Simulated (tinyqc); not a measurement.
Ways to converge the cycle: SCF convergence aids in the 6-31g basis, for He, spin multiplicity 1. Computed by the program tinyqc with PySCF. RHF with one setting changed at a time; a run stops when the energy changes by less than 1e-09 hartree and the error matrix is below 1e-5. The start is random orbitals. Damping d keeps d of the old density; a shift (hartree) raises the virtual levels; DIIS n extrapolates F over n matrices.

Geometry (angstrom):
```
atom       x       y       z
He    0.0000  0.0000  0.0000
```

lowest restricted solution found by these runs and by PySCF = -2.855160 hartree

Largest element of the error matrix X^T (FDS - SDF) X:
```
iteration    plain  damping 0.3  damping 0.6  shift 0.4   DIIS 3   DIIS 8
1          8.9e-01      8.9e-01      8.9e-01    8.9e-01  8.9e-01  8.9e-01
2          1.8e-02      4.1e-01      7.0e-01    5.6e-01  1.8e-02  1.8e-02
3          1.4e-03      1.4e-01      4.8e-01    1.2e-01  1.2e-03  1.2e-03
4          1.0e-04      4.4e-02      3.1e-01    2.5e-02  6.1e-04  6.1e-04
5          7.7e-06      1.4e-02      1.9e-01    5.3e-03  1.2e-07  4.2e-04
6          5.9e-07      4.3e-03      1.2e-01    1.1e-03  8.1e-10  3.2e-04
8                -      4.1e-04      4.4e-02    5.0e-05        -  2.2e-04
10               -      4.1e-05      1.6e-02    2.3e-06        -  6.0e-08
14               -      4.3e-07      2.2e-03          -        -        -
20               -      5.6e-10      1.1e-04          -        -        -
30               -            -      7.4e-07          -        -        -
```

How each run ends:
```
run          iterations  E (hartree)         state
plain                 6    -2.855160  lowest found
damping 0.3          21    -2.855160  lowest found
damping 0.6          44    -2.855160  lowest found
shift 0.4            10    -2.855160  lowest found
DIIS 3                6    -2.855160  lowest found
DIIS 8               11    -2.855160  lowest found
```

What does the comparison show, and why?

6 of 6 runs reach the lowest restricted solution found, in 6 to 44 iterations (fastest: plain, DIIS 3). Plain steps already contract here, so damping only slows them. DIIS minimises the error, not the energy, so it can stall or settle near a saddle, and its small system turns near-singular when few rotations are active.
